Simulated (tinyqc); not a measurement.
# Planar metal-insulator-metal capacitor: capacitance, non-linearity, leakage and relaxation: what changes with what

A film between two metal electrodes, each interface adding a series capacitance ci. The small-signal permittivity is ek (1 + aq E^2); the field is found with the linear permittivity. Leakage J = J0 sinh(E/Ef). After a voltage step the film passes a relaxation current kr C V tt^(-nr), tt being the time in seconds.

Inputs (values chosen for the exercise); permittivity of the order of that of hafnium oxide: relative permittivity of the film ek = 19.3; film thickness t = 8.3 nm; capacitance of each electrode interface (dead layer and screening) ci = 78 uF/cm^2; quadratic field coefficient of the permittivity aq = 0.0037 cm^2/MV^2; bias V = 0.6 V; exponent of the relaxation current nr = 0.96; strength of the relaxation kr = 0.00049; leakage prefactor J0 = 3.8e-11 A/cm^2; field for an e-fold rise of the leakage Ef = 0.27 MV/cm; duration of the write pulse t0 = 1e-7 s.

Constants: eps0 = 8.8541878128e-14 F/cm where lengths are in cm. Results are converted to the units shown.

Each table varies one quantity; the others keep the values above.

## Capacitance, non-linearity and leakage against thickness

Planar film: Cf = eps0 ek/t, 1/C = 1/Cf + 2/ci, EOT = 3.9 eps0/C, effective permittivity C t/eps0, E = (V/t) C/Cf; quadratic coefficient [C(V)/C - 1]/V^2 with Cf (1 + aq E^2) in C(V).

Capacitance, non-linearity and leakage against thickness:
```
t (nm)  C (uF/cm^2)  EOT (nm)  effective permittivity  E (MV/cm)  quadratic coefficient (ppm/V^2)  J (A/cm^2)
2.5           5.816    0.5937                   16.42      2.042                          3.638e4    3.660e-8
3.7           4.130    0.8362                   17.26      1.450                          1.930e4    4.083e-9
5.5           2.878     1.200                   17.88      1.010                             9716   8.012e-10
8.2           1.978     1.746                   18.32     0.6946                             4707   2.474e-10
12            1.374     2.513                   18.62     0.4824                             2307   1.102e-10
18           0.9268     3.726                   18.84     0.3254                             1062   5.772e-11
27           0.6228     5.545                   18.99     0.2187                            483.6   3.425e-11
40           0.4226     8.171                   19.09     0.1484                            223.8   2.195e-11
60           0.2827     12.21                   19.16    0.09928                            100.6   1.429e-11
```

Read the table: what changes, and by how much?

C falls from 5.82 to 0.283 uF/cm^2 while the effective permittivity goes from 16.4 to 19.2 (ek = 19.3). EOT is a straight line in t with slope 3.9/ek = 0.202 and intercept 0.0885 nm. The quadratic coefficient goes as t^(-1.62) between the first two rows and t^(-1.97) between the last two (-2 without interfaces), and J falls by 3.41 decades. For t = 2.5, 3.7 direct tunnelling, left out, would add to the leakage.

## Charge lost after writing

Planar film: Cf = eps0 ek/t, 1/C = 1/Cf + 2/ci, EOT = 3.9 eps0/C, effective permittivity C t/eps0, E = (V/t) C/Cf. A capacitor written for t0 and then left open loses, as a share of C V, kr (tt^(1 - nr) - t0^(1 - nr))/(1 - nr) by relaxation and J tt/(C V) by leakage; both are taken as small, and rows far outside that range are left out.

The same in every row: leakage current (nA/cm^2) = 0.24017.

Charge lost after writing:
```
tt (s)  relaxation current (nA/cm^2)  loss by relaxation (%)  loss by leakage (%)  total loss (%)
1e-6                        3.3085e5                0.062025            2.0469e-8        0.062025
1e-5                           36277                 0.13003            2.0469e-7         0.13003
0.0001                        3977.7                 0.20460            2.0469e-6         0.20461
0.001                         436.15                 0.28637            2.0469e-5         0.28639
0.01                          47.823                 0.37602            2.0469e-4         0.37623
0.1                           5.2436                 0.47432            0.0020469         0.47637
1                            0.57495                 0.58211             0.020469         0.60258
10                          0.063042                 0.70030              0.20469         0.90498
100                        0.0069125                 0.82988               2.0469          2.8767
```

What does the table show?

The two currents are equal at tt = 2.48 s. The loss by relaxation grows from 0.0620 to 0.830 %, by 0.0680 points over the first decade and 0.130 over the last, while the loss by leakage grows tenfold a decade. Leakage is the larger loss for tt = 100 s.

Numbers from tinyqc (`OMP_NUM_THREADS=1 python tinyqc.py 2102078 2102079 out.jsonl`; about 0.01 s on one thread of a shared Intel Xeon 2.30GHz).
